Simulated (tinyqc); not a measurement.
LDA (VWN5) atom on a uniform radial grid, spin-unpolarised, for F, step by step. Computed by tinyqc, a small Python program that keeps every step. Settings: Z = 9, points = 192, R = 12.1, functional = lda,vwn, mixing = 1.0, iteration cap = 67. Command: `OMP_NUM_THREADS=1 python tinyqc.py 26164 26165 out.jsonl` (the two numbers bound the seeds that draw the settings). One thread of a shared host (Intel(R) Xeon(R) Processor @ 2.60GHz), about 1 s of CPU time with the checks. Later iterations appear only in the table of the cycle.

## Iteration 1

Spherical atom on a uniform radial grid r_j = j h with h = R/(N + 1), h sum u^2 = 1 and integrals as h times sums, u(0) = u(R) = 0 (atomic units):

| parameter | value |
|---|---|
| Z | 9 |
| points N | 192 |
| R | 12.100000 |
| h | 0.062694 |
| mixing | 1.000000 |
| electrons in 1s | 2 |
| electrons in 2s | 2 |
| electrons in 2p | 5 |

Three-point differences turn -u''/2 + [l(l+1)/2r^2 - Z/r + V] u = e u into a tridiagonal matrix (diagonal 1/h^2 + potential, off-diagonal -1/2h^2). D = sum f u^2; the Hartree potential y/r solves y'' = -D/r with y(0) = 0, y(R) = N_e; v_xc comes from rho = D/(4 pi r^2); E = sum f e - int D V + int D (V_H/2 + eps_xc); V(new) = V + mixing (V_H + v_xc - V).

eigenvalues (hartree): 1s -37.705884, 2s -9.931167, 2p -10.195464

Every 12th grid point:

| r | V in | u(1s) | u(2s) | u(2p) | D | V_H | v_xc |
|---|---|---|---|---|---|---|---|
| 0.752332 | 0.000000 | 0.059616 | -1.169209 | 0.939893 | 7.158200 | 11.560570 | -1.066839 |
| 1.504663 | 0.000000 | 0.000187 | -0.201999 | 0.124892 | 0.159598 | 5.980024 | -0.215008 |
| 2.256995 | 0.000000 | 4.42e-07 | -0.017043 | 0.009408 | 0.001023 | 3.987600 | -0.037183 |
| 3.009326 | 0.000000 | 9.27e-10 | -0.001102 | 0.000562 | 4.01e-06 | 2.990702 | -0.005583 |
| 3.761658 | 0.000000 | 0 | -0.000062 | 0.000030 | 1.20e-08 | 2.392562 | -0.000738 |
| 4.513990 | 0.000000 | 0 | -3.19e-06 | 1.43e-06 | 3.06e-11 | 1.993802 | -0.000091 |
| 5.266321 | 0.000000 | 0 | -1.55e-07 | 6.57e-08 | 0 | 1.708973 | 0.000000 |
| 6.018653 | 0.000000 | 0 | -7.18e-09 | 2.89e-09 | 0 | 1.495351 | 0.000000 |
| 6.770984 | 0.000000 | 0.000000 | -3.23e-10 | 1.24e-10 | 0 | 1.329201 | 0.000000 |
| 7.523316 | 0.000000 | 0.000000 | -1.41e-11 | 0 | 0 | 1.196281 | 0.000000 |
| 8.275648 | 0.000000 | 0.000000 | 0 | 0 | 0 | 1.087528 | 0.000000 |
| 9.027979 | 0.000000 | 0.000000 | 0 | 0 | 0 | 0.996901 | 0.000000 |
| 9.780311 | 0.000000 | 0.000000 | 0 | 0 | 0 | 0.920216 | 0.000000 |
| 10.532642 | 0.000000 | 0.000000 | 0 | 0 | 0 | 0.854486 | 0.000000 |
| 11.284974 | 0.000000 | 0.000000 | 0 | 0 | 0 | 0.797521 | 0.000000 |
| 12.037306 | 0.000000 | 0.000000 | 0 | 0 | 0 | 0.747676 | 0.000000 |

total energy = -81.41703937 hartree

## Iteration 2

As before.

eigenvalues (hartree): 1s -15.850242, 2s -0.000890, 2p 0.067716

Every 12th grid point:

| r | V in | u(1s) | u(2s) | u(2p) | D | V_H | v_xc |
|---|---|---|---|---|---|---|---|
| 0.752332 | 10.493732 | 0.128687 | -0.333656 | 0.028578 | 0.259856 | 4.260164 | -0.379856 |
| 1.504663 | 5.765016 | 0.002032 | -0.464112 | 0.064066 | 0.451330 | 2.836063 | -0.294496 |
| 2.256995 | 3.950417 | 0.000030 | -0.455808 | 0.110737 | 0.476835 | 2.286971 | -0.234215 |
| 3.009326 | 2.985120 | 4.50e-07 | -0.423028 | 0.168488 | 0.499846 | 1.971959 | -0.199737 |
| 3.761658 | 2.391824 | 6.65e-09 | -0.386996 | 0.233149 | 0.571324 | 1.757577 | -0.181822 |
| 4.513990 | 1.993710 | 9.84e-11 | -0.350890 | 0.298365 | 0.691355 | 1.595453 | -0.172573 |
| 5.266321 | 1.708973 | 0 | -0.315084 | 0.357291 | 0.836841 | 1.463151 | -0.166606 |
| 6.018653 | 1.495351 | 0 | -0.279593 | 0.403492 | 0.970374 | 1.349008 | -0.160768 |
| 6.770984 | 1.329201 | 0 | -0.244383 | 0.431490 | 1.050365 | 1.246813 | -0.153413 |
| 7.523316 | 1.196281 | 0 | -0.209420 | 0.437212 | 1.043485 | 1.153451 | -0.143754 |
| 8.275648 | 1.087528 | 0 | -0.174667 | 0.418327 | 0.936006 | 1.067630 | -0.131449 |
| 9.027979 | 0.996901 | 0 | -0.140091 | 0.374459 | 0.740349 | 0.989051 | -0.116352 |
| 9.780311 | 0.920216 | 0 | -0.105656 | 0.307249 | 0.494335 | 0.917817 | -0.098332 |
| 10.532642 | 0.854486 | 0 | -0.071327 | 0.220263 | 0.252754 | 0.854021 | -0.077017 |
| 11.284974 | 0.797521 | 0 | -0.037070 | 0.118750 | 0.073256 | 0.797489 | -0.051027 |
| 12.037306 | 0.747676 | 0 | -0.002851 | 0.009257 | 0.000445 | 0.747676 | -0.010286 |

total energy = -77.31741363 hartree

## Iteration 3

As before.

eigenvalues (hartree): 1s -28.930907, 2s -5.514939, 2p -5.304591

Every 12th grid point:

| r | V in | u(1s) | u(2s) | u(2p) | D | V_H | v_xc |
|---|---|---|---|---|---|---|---|
| 0.752332 | 3.880308 | 0.083419 | -1.172970 | 1.039665 | 8.170148 | 11.174665 | -1.112460 |
| 1.504663 | 2.541567 | 0.000468 | -0.342123 | 0.257277 | 0.565055 | 5.973366 | -0.315336 |
| 2.256995 | 2.052756 | 2.05e-06 | -0.050415 | 0.037501 | 0.012115 | 3.987539 | -0.078010 |
| 3.009326 | 1.772222 | 8.17e-09 | -0.005833 | 0.004429 | 0.000166 | 2.990702 | -0.017923 |
| 3.761658 | 1.575755 | 3.09e-11 | -0.000598 | 0.000469 | 1.82e-06 | 2.392562 | -0.003761 |
| 4.513990 | 1.422880 | 0 | -0.000057 | 0.000047 | 1.74e-08 | 1.993802 | -0.000740 |
| 5.266321 | 1.296544 | 0 | -0.000005 | 4.45e-06 | 1.54e-10 | 1.708973 | -0.000141 |
| 6.018653 | 1.188240 | 0 | -4.68e-07 | 4.14e-07 | 0 | 1.495351 | -0.000026 |
| 6.770984 | 1.093400 | 0.000000 | -4.10e-08 | 3.79e-08 | 0 | 1.329201 | 0.000000 |
| 7.523316 | 1.009697 | 0.000000 | -3.54e-09 | 3.42e-09 | 0 | 1.196281 | 0.000000 |
| 8.275648 | 0.936181 | 0.000000 | -3.03e-10 | 3.06e-10 | 0 | 1.087528 | 0.000000 |
| 9.027979 | 0.872699 | 0.000000 | -2.58e-11 | 2.73e-11 | 0 | 0.996901 | 0.000000 |
| 9.780311 | 0.819485 | 0.000000 | 0 | 0 | 0 | 0.920216 | 0.000000 |
| 10.532642 | 0.777004 | 0.000000 | 0 | 0 | 0 | 0.854486 | 0.000000 |
| 11.284974 | 0.746463 | 0.000000 | 0 | 0 | 0 | 0.797521 | 0.000000 |
| 12.037306 | 0.737390 | 0.000000 | 0 | 0 | 0 | 0.747676 | 0.000000 |

total energy = -88.78053918 hartree

## Convergence

Stop when input and output potentials agree to 1e-7.

Course of the cycle (hartree):

| iteration | E | e(1s) | e(2s) | e(2p) | largest \|V(out) - V(in)\| |
|---|---|---|---|---|---|
| 1 | -81.41703937 | -37.705884 | -9.931167 | -10.195464 | 2.60e+01 |
| 2 | -77.31741363 | -15.850242 | -0.000890 | 0.067716 | 1.48e+01 |
| 3 | -88.78053918 | -28.930907 | -5.514939 | -5.304591 | 1.20e+01 |
| 4 | -80.87787271 | -18.016020 | -0.122560 | 0.065690 | 1.10e+01 |
| 5 | -89.37090259 | -28.120674 | -5.022794 | -4.764451 | 1.07e+01 |
| 6 | -81.21929615 | -18.250529 | -0.147463 | 0.065153 | 1.06e+01 |
| 7 | -89.43430731 | -28.032949 | -4.970867 | -4.707441 | 1.06e+01 |
| 8 | -81.25757387 | -18.276718 | -0.150441 | 0.065084 | 1.06e+01 |
| 9 | -89.44144133 | -28.022978 | -4.964933 | -4.700936 | 1.06e+01 |
| 10 | -81.26190554 | -18.279677 | -0.150781 | 0.065076 | 1.06e+01 |
| 11 | -89.44224859 | -28.021848 | -4.964259 | -4.700199 | 1.06e+01 |
| ... | ... | ... | ... | ... | ... |
| 57 | -89.44235167 | -28.021704 | -4.964173 | -4.700104 | 1.06e+01 |
| 58 | -81.26245866 | -18.280055 | -0.150824 | 0.065075 | 1.06e+01 |
| 59 | -89.44235167 | -28.021704 | -4.964173 | -4.700104 | 1.06e+01 |
| 60 | -81.26245866 | -18.280055 | -0.150824 | 0.065075 | 1.06e+01 |
| 61 | -89.44235167 | -28.021704 | -4.964173 | -4.700104 | 1.06e+01 |
| 62 | -81.26245866 | -18.280055 | -0.150824 | 0.065075 | 1.06e+01 |
| 63 | -89.44235167 | -28.021704 | -4.964173 | -4.700104 | 1.06e+01 |
| 64 | -81.26245866 | -18.280055 | -0.150824 | 0.065075 | 1.06e+01 |
| 65 | -89.44235167 | -28.021704 | -4.964173 | -4.700104 | 1.06e+01 |
| 66 | -81.26245866 | -18.280055 | -0.150824 | 0.065075 | 1.06e+01 |
| 67 | -89.44235167 | -28.021704 | -4.964173 | -4.700104 | 1.06e+01 |

Not converged within 67 iterations: the residual has stopped falling: the iteration swings between two states. Reruns (cap 100 unless said): mixing 0.3: converged in 50; mixing 0.6: converged in 20; the original settings with a cap of 400: not converged. Even converged, this uniform grid resolves the cusp poorly and misses the energy of the atom.
